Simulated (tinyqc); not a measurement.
Carrier statistics of a doped semiconductor with parabolic bands: one step. Effective densities of states. Two cases, with inputs chosen for the exercise.

Problem. m_de = Mv^(2/3) (ml mt^2)^(1/3); m_dh = (mhh^(3/2) + mlh^(3/2))^(2/3); N = 2 (m kB T/(4 pi c))^(3/2) with c = hbar^2/2m0, in 1/angstrom^3; times 1e24 for 1/cm^3.

Constants: hbar^2/2m0 = 3.80998211 eV angstrom^2.

Case 1.

Values chosen (near those of Si; the results hold for these values, not for the real material):
- ml = 0.923 m0 (longitudinal electron mass)
- mt = 0.192 m0 (transverse electron mass)
- Mv = 6 (equivalent valleys)
- mhh = 0.55 m0 (heavy-hole mass)
- mlh = 0.156 m0 (light-hole mass)

kT = 0.03016067 eV

Case 2.

Values chosen (near those of Ge; the results hold for these values, not for the real material):
- ml = 1.59 m0 (longitudinal electron mass)
- mt = 0.0847 m0 (transverse electron mass)
- Mv = 4 (equivalent valleys)
- mhh = 0.322 m0 (heavy-hole mass)
- mlh = 0.0436 m0 (light-hole mass)

kT = 0.03016067 eV

Give: m_de; m_dh; Nc; Nv.

Solution.

Case 1.

m_de = 1.0700 m0
m_dh = 0.6041 m0
Nc = 3.4998e+19 1/cm^3
Nv = 1.4847e+19 1/cm^3

The light holes supply 13.1 % of Nv, and Nc/Nv = 2.36.

Case 2.

m_de = 0.5672 m0
m_dh = 0.3326 m0
Nc = 1.3509e+19 1/cm^3
Nv = 6.0659e+18 1/cm^3

The light holes supply 4.7 % of Nv, and Nc/Nv = 2.23.

Computed by tinyqc, one run a case: `OMP_NUM_THREADS=1 python tinyqc.py N N+1 out.jsonl` with N = 1651360, 1651590; one thread of a shared Intel(R) Xeon(R) Processor @ 2.30GHz, about 0.01 s a run at most.
